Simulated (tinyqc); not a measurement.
From pH back to HF added: speciation in dilute and buffered hydrofluoric acid, oxide etch rate and bath loading. Computed by tinyqc, a small Python program. Command: `OMP_NUM_THREADS=1 python tinyqc.py 3121385 3121386 out.jsonl hfetch inv`. One thread of a shared host (Intel(R) Xeon(R) Processor @ 2.30GHz), about 0.01 s of CPU time with the checks.

Concentrations stand for activities, NH4+ and Cl- are spectators, and water ionisation is neglected. H, F and HF2 denote the ions H+, F- and HF2-. The base temperature is 298 K.

Inputs (values chosen for the exercise, of the order of those for thermal oxide at room temperature): NH4F added = 0 mol/L; HCl added = 0 mol/L; K1 = [H][F]/[HF] = 0.00072 mol/L; K2 = [HF2]/([HF][F]) = 3.73 L/mol; K3 = [H2F2]/[HF]^2 = 0 L/mol.

Method. Fluoride balance: [HF] + [F] + 2 [HF2] + 2 [H2F2] = HF added + NH4F added. Acid balance: [H] + [HF] + [HF2] + 2 [H2F2] = HF added + HCl added. For a trial [H], [HF] = [H][F]/K1, and the fluoride balance is a quadratic in [F]. The root is refined to 1e-13 in pH = -log10 [H].

Problem. A run gave the result below. Find the HF added, known to lie between 0.042 and 0.1 mol/L.

pH = 2.102113

Solution.

Each step takes the trial c = (a f_b - b f_a)/(f_b - f_a), f being the result less the target and a, b, c the logarithms of the listed values; c replaces end b, the old b replaces a if the sign of f changed, and otherwise f_a is halved.

Scan of the range:
```
HF added (mol/L)       pH
0.0420            2.26621
0.0485            2.22925
0.0561            2.19145
0.0648            2.15354
0.0749            2.11490
0.0865            2.07588
0.1000            2.03589
```

False position (Illinois rule, in the logarithm of the input) inside the bracket:
```
step      end a      end b      trial       pH
1     0.0749000  0.0865000  0.0785195  2.10218
2     0.0865000  0.0785195  0.0785400  2.10211
3     0.0865000  0.0785400  0.0785402  2.10211
4     0.0785400  0.0785402  0.0785401  2.10211
```

pH falls at every point of a 13-point scan of the range (every second point is shown), so one value fits; it is bracketed by 0.0749 and 0.0865. Answer: HF added = 0.07854 mol/L.
